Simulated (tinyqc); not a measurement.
Approach to the steady line: permeation of metal atoms or ions through a thin barrier or dielectric: time lag, field-aided drift and lifetime. Computed by tinyqc, a small Python program. Command: `OMP_NUM_THREADS=1 python tinyqc.py 3015599 3015600 out.jsonl barrier walk`. One thread of a shared host (Intel(R) Xeon(R) Processor @ 2.30GHz), about 0.01 s of CPU time with the checks.

The film 0 < x < d is empty at first; C = C0 at x = 0 and C = 0 at x = d. dC/dt = D d2C/dx2 - v dC/dx with drift v = D z e V/(k_B T d) (uniform field, no space charge).

Inputs (values chosen for the exercise, for a model case: singly charged ions through a dielectric):
```
quantity                                   value    unit
thickness d                                   11      nm
prefactor D0                             9.8e-08  cm^2/s
activation energy E                         0.97      eV
concentration at the source side C0      5.3e+14  1/cm^3
charge number z                                1       -
voltage V (positive drives ions across)     0.47       V
test temperature T                           175       C
```

Constants: k_B = 8.617333262e-05 eV/K.

Method:
- D = D0 exp(-E/(k_B T)); time scale d^2/D; Peclet number P = z V/(k_B T), k_B T in eV; 1 nm = 1e-7 cm.
- Temperatures in kelvin are T(C) + 273.15.
- Steady flux J = (D C0/d) P/(1 - exp(-P)); time lag in units of d^2/D: s_L = [P (1 + exp(-P))/(1 - exp(-P)) - 2]/P^2 (P = 0: J = D C0/d, s_L = 1/6).
- Dose through the film Q(s) = C0 d {f (s - s_L) - 2 exp(P/2) sum_(n=1..200) (-1)^n n^2 pi^2 exp(-l_n s)/l_n^2}, l_n = n^2 pi^2 + P^2/4, f = P/(1 - exp(-P)) the relative flux.
- Short-time form for P = 0: Q/(C0 d) = 4 sqrt(s) ierfc(1/(2 sqrt(s))), ierfc(y) = exp(-y^2)/sqrt(pi) - y erfc(y).

Peclet number P = 12.1703

flux relative to D C0/d = 12.1704

time lag s_L = 0.0686651

Q/(C0 d):
```
s         series  steady line f (s - s_L)  series without field  short-time form, no field
0.03  8.5538e-04                   -0.471            4.8419e-06                 4.8419e-06
0.05  3.0391e-02                   -0.227            2.6934e-04                 2.6934e-04
0.08  2.1768e-01                    0.138            3.2066e-03                 3.2066e-03
0.12  6.3833e-01                    0.625            1.4887e-02                 1.4887e-02
0.20  1.5987e+00                    1.598            6.1464e-02                 6.1463e-02
0.30  2.8154e+00                    2.815            1.4382e-01                 1.4379e-01
0.50  5.2495e+00                    5.250            3.3479e-01                 3.3326e-01
0.80  8.9006e+00                    8.901            6.3341e-01                 6.1838e-01
1.20  1.3769e+01                   13.769            1.0333e+00                 9.7002e-01
```

What follows from these numbers?

The dose lies above the steady line at all times and, among these rows, is within 1 % of it from s = 0.2 on (the lag is s_L = 0.069); for a known P the intercept of that line gives D and its slope D C0. The field changes the dose by a factor 177 in the first row and 13.3 in the last; at short times the factor tends to exp(P/2) = 439.
